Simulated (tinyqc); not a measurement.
From results to parameters: diatomic chain. Computed by the program tinyqc.

Problem. A chain of two alternating masses has one spring constant k; at the zone edge omega^2 = 2k/M and 2k/m, and wavenumber = 521.4708 sqrt(omega^2) with omega^2 in eV/(angstrom^2 u). Find k, the heavier mass and the optical wavenumber at q = 0.

wavenumbers at the zone edge (cm^-1): 294.304795  634.987570
lighter mass = 23.200000 u

Solution. The upper value gives k = m omega^2/2, the ratio of the squares gives M/m, and at q = 0 omega^2 = 2k (1/m + 1/M), the sum of the two.

k = 17.2000 eV/angstrom^2
heavier mass = 108.0000 u
optical wavenumber at q = 0 = 699.8747 cm^-1
